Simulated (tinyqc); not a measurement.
# One level from two frequencies

Question. A single interface trap level in an MOS capacitor has the conductance Gp/w = Cit w tau/(1 + w^2 tau^2), w = 2 pi f. Find tau and Cit.

Gp/w at f = 530 and 4000 Hz (nF/cm^2): 112.92442  98.341771

Solution. w/(Gp/w) = 1/(Cit tau) + (tau/Cit) w^2 is linear in w^2; the two coefficients give tau and Cit.

tau = 1.20e-4 s
Cit = 328 nF/cm^2

Computed by the program tinyqc: `OMP_NUM_THREADS=1 python tinyqc.py 2030146 2030147 out.jsonl`, one thread of a shared Intel Xeon 2.30GHz, about 0.01 s for the whole run.
